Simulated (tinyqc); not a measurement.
Worked calculation: Ewald sum of point charges, zinc blende lattice. Computed by tinyqc, a small Python program that keeps every step. Command: `OMP_NUM_THREADS=1 python tinyqc.py 23132 23133 out.jsonl` (the two numbers bound the seeds that draw the settings). One thread of a shared host (Intel(R) Xeon(R) Processor @ 2.60GHz), about 0.03 s of CPU time with the checks.

## Ewald sum with eta = 0.457 1/bohr

cell vectors (rows) (bohr):
$$\begin{pmatrix}
0.00000 & 3.50500 & 3.50500 \\
3.50500 & 0.00000 & 3.50500 \\
3.50500 & 3.50500 & 0.00000
\end{pmatrix}$$

Charges:
```
q              f1       f2       f3
2.00000   0.00000  0.00000  0.00000
-2.00000  0.25000  0.25000  0.25000
```

Real space: 1/2 sum q_i q_j erfc(eta r)/r over all images with r > 0; reciprocal space: (2 pi/V) sum_(G != 0) exp(-G^2/4 eta^2)/G^2 |S(G)|^2 with S(G) = sum q exp(i G.r); self term -eta/sqrt(pi) sum q^2; background -pi Q^2/(2 V eta^2), Q the total charge.

Real-space shells (first ones):
```
r (bohr)  pairs  sum (hartree)
3.03542       8       -0.26244
4.95682      24        0.01314
5.81238      24       -0.00142
7.01000      12       2.01e-05
7.63897      24      -4.98e-06
8.58546      48       3.22e-07
9.10626      32      -2.79e-08
9.91364      24       7.18e-10
10.36793     48      -1.92e-10
11.08378     48              0
11.49191     24              0
12.14168     16              0
```

Reciprocal shells (first ones that count):
```
G^2 (1/bohr^2)  vectors  sum (hartree)
2.41015               8        0.10821
3.21354               6        0.04653
8.83723              24       4.04e-05
9.64062               8       9.43e-06
15.26431             24       1.06e-08
16.06770             24       7.73e-09
```

## The total does not depend on eta

The same sums for other eta.

Totals (hartree per cell):
```
eta          real  reciprocal      self  background       total
0.45700  -0.25070     0.15479  -2.06268     0.00000  -2.1585884
0.69400  -0.01522     0.98902  -3.13238     0.00000  -2.1585884
0.94300  -0.00027     2.09793  -4.25625     0.00000  -2.1585884
```

shortest distance = 3.03542 bohr

Madelung constant -E d / (formula units |q+ q-|) = 1.63806
